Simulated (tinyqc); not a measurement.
# Changing the temperature T

Model: non-radiative capture by multiphonon emission, one effective mode. Computed by tinyqc, a small Python program. Command: `OMP_NUM_THREADS=1 python tinyqc.py 3012662 3012663 out.jsonl capture sweep`. One thread of a shared host (Intel(R) Xeon(R) Processor @ 2.30GHz), about 0.03 s of CPU time with the checks.

The initial state (free carrier plus empty centre) lies dE above the final state; both have the same frequency and are displaced by dQ.

Inputs (values chosen for the exercise, with mass, screening and phonons like those of GaN):
```
quantity                     value                   unit
energy released dE            1.78                     eV
phonon energy hbar omega      93.1                    meV
Huang-Rhys factor S           9.04                      -
electron-phonon coupling W  0.0051  eV/(u^(1/2) angstrom)
cell volume V                 1260             angstrom^3
degeneracy g                     2                      -
broadening b                    82                    meV
carrier mass m                1.36                    m_0
dielectric constant eps       9.59                      -
defect density N_t           9e+16                  cm^-3
```

Centre: attractive.

Constants: hbar^2/u = 4.18015928e-03 eV angstrom^2; k_B = 8.617333262e-05 eV/K; hbar = 6.582119569e-16 eV s; Ry = 13.605693123 eV; k_B = 1.380649e-23 J/K; m_0 = 9.1093837015e-31 kg.

Method:
- dQ = sqrt(2 S (hbar^2/u)/hbar omega); relaxation energy lambda = S hbar omega; phonons needed P = dE/hbar omega; classical barrier E_b = (dE - lambda)^2/(4 lambda); occupation n = 1/(exp(hbar omega/k_B T) - 1).
- Huang-Rhys weight for a net emission of p phonons: L_p = exp(-S (2n + 1)) ((n + 1)/n)^(p/2) I_p(2 S sqrt(n (n + 1))), I_p the modified Bessel function.
- M_p = sum_m w_m <m_i|Q|(m + p)_f>^2 with Q counted from the final minimum and Boltzmann weights w_m for m = 0..24; <m_i|Q|k_f> = sqrt((hbar^2/u)/(2 hbar omega)) [sqrt(k) <m|k-1> + sqrt(k+1) <m|k+1>], with overlaps of oscillators displaced by d = sqrt(2 S) summed on 1500 points from -16 to 16 + d.
- The delta function is a Gaussian of standard deviation b at dE - p hbar omega.
- C_0 = V (2 pi/hbar) g W^2 sum_p M_p Gaussian_p. The sum runs over the seven p from round(P) - 3 to round(P) + 3; 1 angstrom^3 = 1e-24 cm^3.
- Sommerfeld factor of an attractive centre: s(k) = 2 pi nu/(1 - exp(-2 pi nu)), nu = sqrt(Ry*/E), Ry* = Ry m/eps^2, averaged over (2/sqrt(pi)) sqrt(x) exp(-x) dx with x = E/k_B T = t^2 (trapezoid, t to 6 in steps of 0.01).
- C = s C_0; v = sqrt(3 k_B T/m); sigma = C/v; tau = 1/(C N_t).

One run for each value:
```
temperature T (K)  capture coefficient C (cm^3/s)  C_0 (cm^3/s)  Sommerfeld factor s  cross-section sigma (cm^2)
60                                     9.0051e-10    2.0362e-11               44.226                  2.0106e-16
83                                     7.6565e-10    2.0362e-11               37.602                  1.4535e-16
120                                    6.3713e-10    2.0373e-11               31.272                  1.0059e-16
160                                    5.5448e-10    2.0474e-11               27.083                  7.5812e-17
310                                    4.5721e-10    2.3498e-11               19.457                  4.4911e-17
430                                    4.8995e-10    2.9656e-11               16.521                  4.0863e-17
600                                    6.0559e-10    4.3295e-11               13.988                  4.2758e-17
```

Give the missing row, temperature T (K) = 220.

Computed row:
```
temperature T (K)  capture coefficient C (cm^3/s)  C_0 (cm^3/s)  Sommerfeld factor s  cross-section sigma (cm^2)
220                                    4.8681e-10    2.1077e-11               23.096                  5.6762e-17
```

Interpolating between the two neighbouring rows (the first column on a logarithmic scale, the others too where they are positive) misses most in capture coefficient C (cm^3/s), by 3.8 %. Over the rows, capture coefficient C (cm^3/s) goes from 9.01e-10 through a minimum among these rows, 4.57e-10 at 310, to 6.06e-10; C_0 (cm^3/s) rises from 2.04e-11 to 4.33e-11; Sommerfeld factor s falls from 44.2 to 14.0 (exponent d ln y / d ln x about -0.50 throughout). The exponent of Sommerfeld factor s stays at -0.50: the attractive limit s = 4 sqrt(pi Ry*/k_B T). The classical barrier (dE - S hbar omega)^2/(4 S hbar omega) is 0.262 eV and hbar omega/k_B is 1080 K; well below that temperature C_0 is the tunnelling rate from the lowest level.

Caution (all rows): the effective Bohr radius is under 10 angstrom, so the effective-mass Sommerfeld factor is rough.

Extremes, crossings and ranges named in words are read from the listed rows.
